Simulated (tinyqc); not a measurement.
# Changing the electric field F

Model: hot carriers by balance equations with a heated Maxwellian. Computed by tinyqc, a small Python program. Command: `OMP_NUM_THREADS=1 python tinyqc.py 3006958 3006959 out.jsonl hot sweep`. One thread of a shared host (Intel(R) Xeon(R) Processor @ 2.30GHz), about 0.1 s of CPU time with the checks.

The carriers follow a Maxwellian at an electron temperature T_e, slightly displaced; the drift energy is neglected against k_B T_e. The balance averages the rate, not the time, so mu_0 lies below the relaxation-time value.

Inputs (values chosen for the exercise, modelled on electrons in silicon):

| quantity | value | unit |
|---|---|---|
| effective mass m | 0.326 | m_0 |
| density rho | 2329 | kg/m^3 |
| sound velocity v_l | 9160 | m/s |
| acoustic deformation potential D_A | 9.2 | eV |
| phonon energy hbar w | 58.8 | meV |
| optical or intervalley deformation potential D_o | 5.1 | 1e8 eV/cm |
| final valleys Z_f | 5 | - |
| lattice temperature T | 400 | K |
| mixing | 0.2 | - |
| iteration cap | 300 | - |

Band: parabolic. Solver: damped fixed point.

Constants: k_B = 8.617333262e-05 eV/K; k_B = 1.380649e-23 J/K; e = 1.602176634e-19 C; hbar = 1.054571817e-34 J s; m_0 = 9.1093837015e-31 kg; hbar = 6.582119569e-16 eV s.

Method:
- Parabolic band: E = hbar^2 k^2/(2 m), speed v = hbar k/m, states per spin, volume and energy g(E) = m k/(2 pi^2 hbar^2). Masses are multiplied by m_0 and all formulas are in SI units.
- Phonon occupation N_q = 1/(exp(hbar w/(k_B T)) - 1).
- Acoustic deformation potential (elastic, equipartition, absorption and emission together): 1/tau = 2 pi k_B T D_A^2 g(E)/(hbar rho v_l^2).
- Optical or intervalley deformation potential: 1/tau = (pi Z_f D_o^2/(rho w)) [N_q g(E + hbar w) + (N_q + 1) g(E - hbar w)], with g = 0 below the band edge.
- Averages over the Maxwellian, <y> = int y x^(1/2) exp(-x) dx / int x^(1/2) exp(-x) dx with x = E/(k_B T_e), split at x_0 = hbar w/(k_B T_e): 64 Gauss-Legendre points in sqrt(x) below it and 128 in sqrt(x - x_0) above it, up to x = 32. Momentum balance: mu(T_e) = e/(m nu), nu = <x (sum of rates)>/<x>. Power lost per carrier: P(T_e) = hbar w <emission rate - absorption rate> + <(2 m v_l^2/(k_B T)) (E - 2 k_B T) acoustic rate>.
- Energy relaxation time at weak heating: tau_E = (3/2) k_B / (dP/dT_e), the derivative by a central difference of +/- 0.5 K at T_e = T.
- Fixed point: T_out = T + (T_e - T) e mu(T_e) F^2/P(T_e), T_new = T_e + mixing (T_out - T_e).
- Start at T_e = 1.5 T; stop when T_e moves by less than 1e-6 K or exceeds 1e6 K.
- v = mu(T_e) F; warm-carrier coefficient (mu/mu_0 - 1)/F^2.

One run for each value:

| electric field F (kV/cm) | drift velocity (1e7 cm/s) | electron temperature T_e (K) | mu/mu_0 |
|---|---|---|---|
| 0.1 | 0.00599 | 400.0 | 0.99997 |
| 0.22 | 0.01317 | 400.1 | 0.99984 |
| 0.46 | 0.02753 | 400.3 | 0.99930 |
| 1 | 0.05970 | 401.6 | 0.99672 |
| 2.2 | 0.12973 | 407.7 | 0.98458 |
| 4.6 | 0.25888 | 432.2 | 0.93964 |
| 10 | 0.48069 | 530.3 | 0.80258 |
| 22 | 0.74569 | 879.3 | 0.56592 |
| 46 | 0.94526 | 2060.4 | 0.34309 |

Describe and explain the trends.

Over the rows, drift velocity (1e7 cm/s) rises from 0.00599 to 0.945 (exponent d ln y / d ln x 1.00 between the first rows and 0.32 between the last); electron temperature T_e (K) rises from 400 to 2060 (exponent d ln y / d ln x 2.0e-4 between the first rows and 1.2 between the last); mu/mu_0 falls from 1.000 to 0.343 (exponent d ln y / d ln x -1.6e-4 between the first rows and -0.68 between the last). At the low end the exponent of drift velocity is 1.00, close to 1: Ohm's law. At the low end the exponent of electron temperature T_e is 0.00, close to 0: the gas is still at the lattice temperature. The mobility has lost 10 % between 4.60 and 10.0 kV/cm. Left out: 100 (T_e far beyond the range of the model).

Caution (rows 0.100, 0.220, 0.460, 1.00, 2.20): the drift energy m v^2/2 is not small against the heating (3/2) k_B (T_e - T), so T_e - T is rough. Caution (rows 46.0): k_B T_e exceeds 0.12 eV, where non-parabolicity and a non-Maxwellian tail matter.

Extremes, crossings and ranges named in words are read from the listed rows.
